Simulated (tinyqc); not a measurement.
What moves the results: donors with valley-orbit split 1s states. A value that a table varies takes the place of the one given here.

Each donor binds at most one electron, in any of its states. For a site s, W_s = sum over its states of g exp(E/kT), and the ionised share is 1/(1 + W_s exp(eta)), eta = (EF - Ec)/kT; n = Nc F_1/2(eta); neutrality n + NA = ND x (mean ionised share); holes are neglected. Nc from N = 2 (m kB T/(4 pi c))^(3/2) with c = hbar^2/2m0, in 1/angstrom^3; times 1e24 for 1/cm^3, m = md. F_j(eta) = (1/Gamma(j + 1)) integral_0^infinity x^j dx/(1 + exp(x - eta)), which tends to exp(eta) for eta << 0.

Mobility (Caughey-Thomas form): mu = mu0 + (mu1 (T/300)^(-ga) - mu0)/(1 + ((ND + NA)/Nr)^de); rho = 1/(e n mu), e = 1.602176634e-19 C.

Constants: hbar^2/2m0 = 3.80998211 eV angstrom^2; kB = 8.617333262e-05 eV/K.

Values chosen for the exercise (near those of Sb in Si; not measured data):
```
symbol  value               unit        meaning
md      1.061               m0          density-of-states mass of the conduction band
E       (42.4, 32.2, 29.6)  meV         binding energies of 1s(A1), 1s(T2), 1s(E)
g       (2, 6, 4)                       their degeneracies with spin
ND      3.9e+16             1/cm^3      donors
NA      7.2e+15             1/cm^3      compensating acceptors, all ionised
T       300                 K
mu0     66                  cm^2/(V s)  mobility at heavy doping
mu1     1436                cm^2/(V s)  mobility at light doping and 300 K
Nr      9e+16               1/cm^3      reference doping
de      0.72                            doping exponent
ga      2.3                             temperature exponent
```

## What the excited states change

The last columns keep only the ground state of each site (g = 2).

Results:
```
T (K),effective degeneracy,eta,n (1/cm^3),"n, ground states only",ratio
40,2.41,-11.70,1.11e+13,1.34e+13,0.831
60,3.17,-8.00,8.20e+14,1.22e+15,0.671
80,3.99,-6.70,4.63e+15,7.02e+15,0.660
110,5.08,-6.16,1.29e+16,1.83e+16,0.703
150,6.21,-6.12,2.14e+16,2.68e+16,0.798
200,7.22,-6.33,2.67e+16,3.00e+16,0.888
250,7.95,-6.58,2.89e+16,3.10e+16,0.934
300,8.48,-6.82,3.00e+16,3.13e+16,0.958
400,9.22,-7.22,3.09e+16,3.16e+16,0.978
500,9.71,-7.54,3.13e+16,3.17e+16,0.987
```

The effective degeneracy grows from 2.41 to 9.71. Excited states hold electrons back, so the ratio is never above 1; it is lowest, 0.660, at 80 K of those listed, and 0.958 at 300 K. At low T the excited states empty out, and at high T more donors are ionised (n is 98 % of ND - NA in the last row), so the effect is largest in between.

## Ionisation and resistivity against doping

NA = 0.

Results:
```
ND (1/cm^3),n (1/cm^3),n/ND,mu (cm^2/(V s)),rho (ohm cm),rho at full ionisation
1.0e+14,1.00e+14,1.000,1426,43.8,43.8
1.0e+15,9.98e+14,0.998,1384,4.52,4.51
1.0e+16,9.85e+15,0.985,1202,0.527,0.519
3.0e+16,2.87e+16,0.956,1009,0.216,0.206
1.0e+17,8.77e+16,0.877,725,0.0981,0.0861
3.0e+17,2.22e+17,0.738,471,0.0598,0.0441
1.0e+18,5.37e+17,0.537,272,0.0428,0.0230
2.0e+18,8.46e+17,0.423,199,0.0371,0.0157
```

From 1e16 to 1e18 1/cm^3 rho falls by a factor 12.3, not 100: the mobility takes a factor 4.43 and incomplete ionisation 1.83. n/ND is below 0.9 from 1e+17 1/cm^3 on. From a few times 1e18 1/cm^3 on, depending on the dopant, the levels merge with the band, and already below that screening lowers the binding energy, so the last rows understate n.

## Compensation sets the slope of the freeze-out

NA = K ND. The slope energy is -d ln(n T^(-p))/d(1/kT) between 30 and 36 K, with p = 3/4 for K = 0 and p = 3/2 otherwise.

Results:
```
K,n(30 K) (1/cm^3),n(36 K) (1/cm^3),slope energy (meV)
0,3.45e+13,1.50e+14,20.67
0.0010,2.01e+13,1.32e+14,24.91
0.010,2.99e+12,5.06e+13,39.60
0.050,5.79e+11,1.09e+13,41.30
0.20,1.22e+11,2.31e+12,41.38
0.50,3.05e+10,5.78e+11,41.39
```

Without acceptors the slope is 20.67 meV, against half the ground-state energy, 21.20; with K = 0.05 it is 41.30 meV, against the full 42.4. The full energy (less a few meV where excited levels lie within a few kT) shows where n is far below NA, since the acceptors then hold EF near the donor level: n(36 K)/NA is 3.4 for K = 0.001 and 0.0056 for K = 0.05; for K = 0.001 the sample is still in or near the uncompensated regime, where p = 3/2 is the wrong power, so that slope means little.

## What moves the carrier density

All results formed anew. Each row changes one parameter from the base and keeps the others.

Results:
```
case,eta,n (1/cm^3),rho (ohm cm)
base,-6.817,3.002e+16,0.2279
"E = (47.4, 32.2, 29.6) meV",-6.820,2.994e+16,0.2285
md = 1.167 m0,-6.953,3.023e+16,0.2263
ND = 7.8e+16 1/cm^3,-6.066,6.361e+16,0.1283
NA = 1.11e+16 1/cm^3,-6.948,2.633e+16,0.2654
T = 330 K,-6.947,3.040e+16,0.2783
Nr = 1.8e+17 1/cm^3,-6.817,3.002e+16,0.1958
```

The largest shifts from the base row, up to three for each result and ties (the steps differ in size, so this ranks the rows, not the parameters). eta: ND +0.751, md -0.136, NA -0.131; unchanged at the printed digits by Nr. n (1/cm^3): ND +3.36e+16, NA -3.69e+15, T +3.79e+14; unchanged at the printed digits by Nr. rho (ohm cm): ND -0.0996, T +0.0504, NA +0.0375.

(tinyqc, `OMP_NUM_THREADS=1 python tinyqc.py 1682087 1682088 out.jsonl`, Intel(R) Xeon(R) Processor @ 2.30GHz, 1 thread, shared host, about 0.01 s.)
